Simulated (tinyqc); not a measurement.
Two regimes over temperature: microkinetic model of low-temperature epitaxy from hydride gases: adsorption, hydrogen desorption and rate control. Computed by tinyqc, a small Python program. Command: `OMP_NUM_THREADS=1 python tinyqc.py 3006242 3006243 out.jsonl hepi walk`. One thread of a shared host (Intel(R) Xeon(R) Processor @ 2.30GHz), about 0.01 s of CPU time with the checks.

Each hydride molecule needs two free sites and leaves four hydrogen atoms, of which two leave at once as H2; theta is the hydrogen coverage, the site density is 6.78 per nm^2 and one layer is 1.358 angstrom thick.

Inputs (values chosen for the exercise, close to those used for silane and germane on Si(001)):
```
quantity                                           value  unit
silane pressure p_S                                 0.41    Pa
sticking prefactor of silane s0                     0.17     -
adsorption barrier E_s                              0.28    eV
desorption prefactor nu_d                        5.5e+12   1/s
desorption energy on silicon E_d                    2.03    eV
hydrogen carrier pressure p_H                          0    Pa
sticking of hydrogen s_H                         2.2e-07     -
germane pressure p_G                                 0.1    Pa
sticking ratio of germane to silane r_G              3.4     -
lowering of E_d per unit germanium fraction, dE     0.34    eV
```

Film: silicon-germanium. Order of hydrogen desorption: first.

Constants: k_B = 8.617333262e-05 eV/K; u = 1.6605390666e-27 kg; k_B = 1.380649e-23 J/K.

Method:
- Flux per site F = p/(sqrt(2 pi M k_B T) x 6.78e18 per m^2), M = 32.12 u (silane), 76.63 u (germane), 2.016 u (hydrogen); s = s0 exp(-E_s/(k_B T)); k_S = s F_S, k_G = r_G s F_G; germanium fraction x = k_G/(k_S + k_G); k = k_S + k_G; k_H = s_H F_H; k_d = nu_d exp(-(E_d - dE x)/(k_B T)).
- With k the hydride and k_H the hydrogen adsorption rate on free pairs and k_d the desorption rate, steady state: 2 (k + k_H)(1 - theta)^2 = k_d theta; growth rate R = k (1 - theta)^2 layers/s; 1 layer/s = 8.148 nm/min.
- Temperatures in kelvin are T(C) + 273.15.
- Limits: desorption-limited R = k_d k/(2 (k + k_H)), adsorption-limited R = k.

Growth:
```
T (C)       theta  G (nm/min)  desorption limit (nm/min)  adsorption limit (nm/min)
400    9.2577e-01  1.0181e-01                 1.0998e-01                     18.479
450    8.1281e-01  8.7227e-01                 1.0732e+00                     24.892
500    6.1423e-01  4.7906e+00                 7.7993e+00                     32.191
550    3.6479e-01  1.6249e+01                 4.4545e+01                     40.272
600    1.6428e-01  3.4236e+01                 2.0839e+02                     49.019
650    6.2182e-02  5.1291e+01                 8.2485e+02                     58.318
700    2.2923e-02  6.4975e+01                 2.8344e+03                     68.060
750    8.8910e-03  7.6757e+01                 8.6331e+03                     78.140
800    3.7047e-03  8.7811e+01                 2.3702e+04                     88.465
850    1.6581e-03  9.8624e+01                 5.9479e+04                     98.952
```

What follows from these numbers?

The apparent activation energy of G is 1.80 eV between the first rows and 0.24 eV between the last; full hydrogen cover gives a value near the desorption energy (plus E_s where k_H far exceeds k), a bare surface one near E_s less k_B T/2 from the flux. The coverage passes one half between 500 and 550 C, the knee of the Arrhenius plot.

Extremes, crossings and ranges named in words are read from the listed rows.
